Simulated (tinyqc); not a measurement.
Inside a calculation. Method: LCCD on RHF in the sto-6g basis, for H2, spin multiplicity 1. Computed by tinyqc, a small Python program that keeps every step (integrals from PySCF). Settings: charge = 0, multiplicity = 1, basis = sto-6g, method = RHF, energy threshold = 1e-10, iteration cap = 76, orthogonalisation = symmetric, start = core, DIIS depth = 6, amplitude equations = LCCD, DIIS depth for amplitudes = 0, cap on updates = 74. Command: `OMP_NUM_THREADS=1 python tinyqc.py 21223 21224 out.jsonl` (the two numbers bound the seeds that draw the settings). One thread of a shared host (Intel(R) Xeon(R) Processor @ 2.60GHz), about 0.07 s of CPU time with the checks. The early iterations of the SCF are left out here.

## One-electron integrals

Geometry (angstrom):
```
atom        x        y        z
H     0.00000  0.00000  0.00000
H     0.00000  0.00000  0.73300
```

Basis sto-6g: exponents (1/bohr^2) and contraction coefficients of normalised primitives:
```
element  l (shell)  exponent  coefficient
H            s (1)  35.52322      0.00916
H            s (1)   6.51314      0.04936
H            s (1)   1.82214      0.16854
H            s (1)   0.62596      0.37056
H            s (1)   0.24308      0.41649
H            s (1)   0.10011      0.13033
```

Overlap, kinetic and nuclear-attraction integrals over the contracted functions; the nuclear repulsion is the sum of Za Zb / Rab.

nuclear repulsion = 0.7219334 hartree

overlap S, order 1H 1s, 2H 1s:
$$\begin{pmatrix}
1.00000 & 0.66431 \\
0.66431 & 1.00000
\end{pmatrix}$$

kinetic energy T (hartree), order 1H 1s, 2H 1s:
$$\begin{pmatrix}
0.76852 & 0.23927 \\
0.23927 & 0.76852
\end{pmatrix}$$

nuclear attraction V (hartree), order 1H 1s, 2H 1s:
$$\begin{pmatrix}
-1.89828 & -1.20962 \\
-1.20962 & -1.89828
\end{pmatrix}$$

core Hamiltonian H = T + V (hartree), order 1H 1s, 2H 1s:
$$\begin{pmatrix}
-1.12976 & -0.97035 \\
-0.97035 & -1.12976
\end{pmatrix}$$

## Two-electron integrals

Functions are numbered as in S; the eight-fold symmetry (ij|kl) = (ji|kl) = (kl|ij) leaves the list below.

Two-electron integrals (ij|kl) in chemists' order, unique and non-zero (hartree):
```
(11|11) 0.77500   (21|11) 0.44841   (21|21) 0.30195   (22|11) 0.57263
(22|21) 0.44841   (22|22) 0.77500
```

## Orthogonalisation

S = U s U^T; symmetric (Loewdin) form X = U s^(-1/2) U^T, so that X^T S X = 1.

eigenvalues of S: [0.33569, 1.66431]

X, order 1H 1s, 2H 1s:
$$\begin{pmatrix}
1.25055 & -0.47541 \\
-0.47541 & 1.25055
\end{pmatrix}$$

## Iteration 2 (converged): orbitals

converged F (hartree), order 1H 1s, 2H 1s:
$$\begin{pmatrix}
-0.37415 & -0.60082 \\
-0.60082 & -0.37415
\end{pmatrix}$$

Diagonalise F' = X^T F X, C = X C', fill 1 alpha and 1 beta electrons from the bottom; D = 2 C_occ C_occ^T. Each column has its largest component positive (the first on a tie).

F' = X^T F X (hartree):
$$\begin{pmatrix}
0.04472 & -0.63052 \\
-0.63052 & 0.04472
\end{pmatrix}$$

orbital energies (hartree): MO1 -0.58581, MO2 0.67524

coefficients C, order 1H 1s, 2H 1s:
$$\begin{pmatrix}
0.54811 & 1.22044 \\
0.54811 & -1.22044
\end{pmatrix}$$

D after iteration 2, order 1H 1s, 2H 1s:
$$\begin{pmatrix}
0.60085 & 0.60085 \\
0.60085 & 0.60085
\end{pmatrix}$$

## Convergence

Stop when the energy changes by less than 1e-10 hartree and every element of the error matrix X^T (F D S - S D F) X is below 3e-06.

Course of the cycle:
```
iteration  E (hartree)     change  largest element of the error matrix
1           -1.1257189          -                             4.30e-16
2           -1.1257189  -4.44e-16                             1.49e-16
```

PySCF RHF in the same basis = -1.1257189 hartree

Converged in 2 iterations.

## Integrals over molecular orbitals

(pq|rs) = sum C_ip C_jq C_kr C_ls (ij|kl), one index at a time.

one-electron integrals over orbitals h = C^T H C (hartree):
$$\begin{pmatrix}
-1.26185 & 0.00000 \\
0.00000 & -0.47487
\end{pmatrix}$$

Two-electron integrals over orbitals (pq|rs), unique and non-zero (hartree):
```
(11|11) 0.67604   (21|21) 0.18111   (22|11) 0.66561   (22|22) 0.70056
```

## LCCD: starting amplitudes

t_ij^ab = <ij||ab> / (e_i + e_j - e_a - e_b), whose energy is MP2.

Starting amplitudes (spin orbitals 1a, 1b, ...; amplitudes related by a flip of all spins are not repeated):
```
from      to         t
1a 1b  2a 2b  -0.07181
```

correlation energy = -0.0130049 hartree

## LCCD: amplitude update 1

t_ij^ab D_ij^ab are set to the remaining terms of the spin-orbital equations, evaluated with the old amplitudes; for the doubles these are <ij||ab> + 1/2 <ab||ef> t_ij^ef + 1/2 <mn||ij> t_mn^ab + P(ij)P(ab) <mb||ej> t_im^ae, D the orbital-energy denominators (linear CCD).

Amplitudes after update 1 (spin orbitals 1a, 1b, ...; amplitudes related by a flip of all spins are not repeated):
```
from      to         t
1a 1b  2a 2b  -0.09810
```

correlation energy = -0.0177674 hartree

## LCCD: amplitude update 2

As before.

Amplitudes after update 2 (spin orbitals 1a, 1b, ...; amplitudes related by a flip of all spins are not repeated):
```
from      to         t
1a 1b  2a 2b  -0.10773
```

correlation energy = -0.0195115 hartree

## LCCD: amplitude update 3

As before.

Amplitudes after update 3 (spin orbitals 1a, 1b, ...; amplitudes related by a flip of all spins are not repeated):
```
from      to         t
1a 1b  2a 2b  -0.11126
```

correlation energy = -0.0201502 hartree

## LCCD: convergence

E_corr = 1/4 sum <ij||ab> t_ij^ab; stop when the norm of the change is below 1e-8.

Course of the amplitude iterations:
```
update  correlation energy (hartree)  norm of the change
0                         -0.0130049                   -
1                         -0.0177674            5.26e-02
2                         -0.0195115            1.93e-02
3                         -0.0201502            7.05e-03
4                         -0.0203841            2.58e-03
5                         -0.0204698            9.46e-04
6                         -0.0205011            3.46e-04
7                         -0.0205126            1.27e-04
8                         -0.0205168            4.65e-05
9                         -0.0205184            1.70e-05
10                        -0.0205189            6.23e-06
11                        -0.0205191            2.28e-06
12                        -0.0205192            8.36e-07
13                        -0.0205192            3.06e-07
14                        -0.0205193            1.12e-07
15                        -0.0205193            4.10e-08
16                        -0.0205193            1.50e-08
17                        -0.0205193            5.50e-09
```

Converged amplitudes (spin orbitals 1a, 1b, ...; amplitudes related by a flip of all spins are not repeated):
```
from      to         t
1a 1b  2a 2b  -0.11330
```

LCCD total energy = -1.1462381 hartree

Converged in 17 updates.
